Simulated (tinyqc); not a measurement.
Time-dependent dielectric breakdown: cell percolation, Weibull statistics, area scaling and voltage extrapolation: one step, computed by the program tinyqc.

The oxide is divided into columns of area a^2, each holding m = t_ox/a cells (m is taken as continuous). A share lambda(t) = (t/t_1)^alpha of the cells is defective, and a column whose cells are all defective breaks down.

Question. A sample of breakdown times. Each device fails at t = t63 (-ln(1 - u))^(1/beta). Sort the times; median rank F_i = (i - 0.3)/(n_s + 0.4) for n_s devices; W = ln(-ln(1 - F_i)).

characteristic life t63 = 97116.55 s

uniform random numbers u: 0.0185  0.2898  0.3720  0.3415  0.1804  0.5852  0.6797  0.8254  0.5557  0.5505

Weibull slope beta = 2.403077

Give: Weibull plot.

Answer.

Weibull plot:

| i | t (s) | F_i | ln t | W |
|---|---|---|---|---|
| 1 | 1.853e+04 | 0.0673 | 9.83 | -2.664 |
| 2 | 4.960e+04 | 0.1635 | 10.81 | -1.723 |
| 3 | 6.216e+04 | 0.2596 | 11.04 | -1.202 |
| 4 | 6.754e+04 | 0.3558 | 11.12 | -0.822 |
| 5 | 7.063e+04 | 0.4519 | 11.17 | -0.509 |
| 6 | 8.849e+04 | 0.5481 | 11.39 | -0.230 |
| 7 | 8.902e+04 | 0.6442 | 11.40 | 0.033 |
| 8 | 9.208e+04 | 0.7404 | 11.43 | 0.299 |
| 9 | 1.025e+05 | 0.8365 | 11.54 | 0.594 |
| 10 | 1.224e+05 | 0.9327 | 11.72 | 0.993 |

Caution: t_1 is an input here; in a real oxide it changes with thickness at fixed voltage.
